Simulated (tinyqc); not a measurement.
Inside a calculation. Model: epitaxial growth on a vicinal surface: Burton-Cabrera-Frank step flow, step-edge barrier and island nucleation. Computed by tinyqc, a small Python program that keeps every step. Command: `OMP_NUM_THREADS=1 python tinyqc.py 3003634 3003635 out.jsonl stepflow walk`. One thread of a shared host (Intel(R) Xeon(R) Processor @ 2.30GHz), about 0.04 s of CPU time with the checks. Intermediate numbers are printed to about 6 digits and carried at full precision; extremes and crossings named in words are read from the listed rows.

Adatoms land at rate F, hop on a square grid (a simplification for hexagonal faces), desorb, or join steps. Lengths are in units of a and n is the adatom coverage. Steps ascend at x = 0 and descend at x = l.

Inputs (values chosen for the exercise, close to those used for 4H-SiC(0001)):
```
quantity                     value      unit
site spacing a                3.08  angstrom
step height h                 2.52  angstrom
diffusion barrier E_d         1.75        eV
desorption energy E_a         3.94        eV
adatom formation energy E_f   1.59        eV
step-edge barrier E_s            0        eV
attempt frequency nu             1       THz
deposition rate F             0.47  layers/s
miscut angle                     4   degrees
temperature T                 1580         C
critical nucleus size i          1         -
```

Constants: k_B = 8.617333262e-05 eV/K.

## Scales

D = nu exp(-E_d/(k_B T)) (a^2/s, nu counted per direction); tau = exp(E_a/(k_B T))/nu; x_s = sqrt(D tau); n_eq = exp(-E_f/(k_B T)); terrace width l = h/(a tan(miscut)); Schwoebel length l_s = exp(E_s/(k_B T)) - 1. Temperatures in kelvin are T(C) + 273.15.

D = 1.74079e+07 a^2/s

lifetime tau = 0.0518944 s

diffusion length x_s = 950.459 a

equilibrium coverage n_eq = 4.74108e-05

terrace width l = 11.7005 a

Schwoebel length l_s = 0 a

l/x_s = 0.0123: nearly every adatom reaches a step.

## Terrace solution

D n'' - n/tau + F = 0 with n(0) = n_eq and -l_s n'(l) = n(l) - n_eq. With u = n - F tau, A = n_eq - F tau, y = l/x_s, s = l_s/x_s: u = A cosh(x/x_s) + B sinh(x/x_s), B = A (1 - cosh y - s sinh y)/(sinh y + s cosh y). Flux into the ascending step J+ = D B/x_s, over the descending one J- = -(D/x_s)(A sinh y + B cosh y); step velocity J+ + J-; growth rate (J+ + J-)/l. For small y: J+ + J- = (F - n_eq/tau) l, J-/J+ = l/(l + 2 l_s). The coverage peaks where n' = 0, tanh(x/x_s) = -B/A.

J+ = 2.74425 atoms per step site and s

J- = 2.74425 atoms per step site and s

growth rate = 0.469080 layers/s

peak coverage = 4.78720e-05

position of the peak = 5.85027 a

0.20 % of the flux desorbs; even closely spaced steps lose n_eq/tau, 0.19 % of F. The ascending step takes 50.0 %, half, as there is no barrier.

## Step flow or islands

Island density on a flat surface without desorption: N = 0.25 (F/D)^(i/(i+2)) exp(E_i/((i+2) k_B T)) per site, with E_i = 0 for i = 1; spacing l_n = N^(-1/2). Step flow needs an effective width l_eff = 2 x(peak) below l_n.

island density N on a flat surface = 7.49993e-04 per site

island spacing l_n = 36.5150 a

ratio l_eff/l_n = 0.320431

Steps capture adatoms before they meet: step flow. Caution: the prefactor 0.25 and the criterion are estimates, good to a factor of about two in length.

## Growth mode over temperature

x(peak) solves tanh(x/x_s) = -B/A. Rows where evaporation outweighs deposition are left out.

Scales:
```
T (C)  x_s (a)  l_s (a)  incorporated share  l_n (a)  l_eff/l_n
1380   2178.75        0            0.999968  29.2757   0.399667
1430   1738.63        0            0.999904  31.0894   0.376352
1480   1405.38        0            0.999725  32.9023   0.355615
1530   1149.50        0            0.999247  34.7117   0.337078
1580    950.46        0            0.998044  36.5150   0.320431
1630    793.77        0            0.995154  38.3099   0.305419
1680    669.06        0            0.988529  40.0943   0.291825
1730    568.77        0            0.973974  41.8667   0.279472
1780    487.36        0            0.943246  43.6253   0.268205
```

The ratio stays below 1: step flow in every row. Incorporation goes from 100.0 % to 94.3 %.

Checks made by the program: growth rate against F minus desorption, from a numerical solution (relative difference below 1e-10).
